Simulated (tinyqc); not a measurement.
# Gap voltage and exponent from three temperatures

Question. At constant current VBE(T) = Vg0 - a T - eta (kB T/q) ln T, where a is a constant. Find Vg0, eta and dVBE/dT at the middle temperature.

Constants: q = 1.602176634e-19 C, kB = 1.380649e-23 J/K. Results are converted to the units shown.

T (K): 253  300  390
VBE at a constant current (V): 0.7341889172  0.6314999062  0.4275349154

Solution. The relation is linear in Vg0, a and eta, so three points give a linear system; the slope is (VBE - Vg0 - eta kB T/q)/T. eta rests on the curvature of VBE(T) alone, so real fits need accuracy of some tens of microvolts or better.

Vg0 = 1.185 V
eta = 4.300
dVBE/dT = -2.216 mV/K

Computed by the program tinyqc: `OMP_NUM_THREADS=1 python tinyqc.py 2062058 2062059 out.jsonl`, one thread of a shared Intel Xeon 2.30GHz, about 0.02 s for the whole run.
